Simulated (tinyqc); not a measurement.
## Electron continuity equation in a given potential, Scharfetter-Gummel discretisation: error of the current against the mesh

Steady state in one dimension: J = q mu n E + q D dn/dx with E = -dpsi/dx and D = mu Vt, dJ/dx = 0, fixed densities nL and nR at the ends. The potential is given, psi = U x/L, and is not changed by the electrons.

Fluxes J_i = (q D/h)(n_(i+1) P_i - n_i Q_i), d_i = (psi_(i+1) - psi_i)/Vt: Scharfetter-Gummel P = B(d), Q = B(-d), B(d) = d/(exp(d) - 1); central P = 1 - d/2, Q = 1 + d/2; upwind P = 1 + max(-d, 0), Q = 1 + max(d, 0). Balance at each inner node: J_i - J_(i-1) = 0. The reference is Scharfetter-Gummel on 4000 intervals or more. Errors are those of J on the first interval against the reference at its midpoint; errors under 1e-6 % are printed as 0.

Inputs (values chosen for the exercise); mobility close to that of gallium nitride at room temperature:
```
symbol,value,unit,meaning
T,300,K,temperature
mu,993,cm^2/(V s),electron mobility
L,0.53,um,length of the region
nL,1.5e15,cm^-3,density at x = 0
nR,0,cm^-3,density at x = L
U,0.2,V,potential difference psi(L) - psi(0)
```

Constants: q = 1.602176634e-19 C, kB = 1.380649e-23 J/K, Vt = kB T/q. Results are converted to the units shown.

The same in every row: reference J (A/cm^2) = -900.9.

Error of the current against the mesh:
```
N	largest |d|	SG error (%)	central error (%)	upwind error (%)
5	1.547	0	-0.0403	0.897
10	0.7736	0	-0.0151	0.282
20	0.3868	0	-4.11e-3	0.101
40	0.1934	0	-1.05e-3	0.0412
80	0.09670	0	-2.63e-4	0.0184
160	0.04835	0	-6.58e-5	8.68e-3
```

From N = 80 to 160 the error shrinks by 4.0 (central), 2.1 (upwind); 4 marks second order and 2 first order. Scharfetter-Gummel has no error at any N here, being exact for this potential without sources.

Program tinyqc, `OMP_NUM_THREADS=1 python tinyqc.py 2220059 2220060 out.jsonl`; Intel Xeon 2.30GHz, shared host, one thread, about 0.01 s.
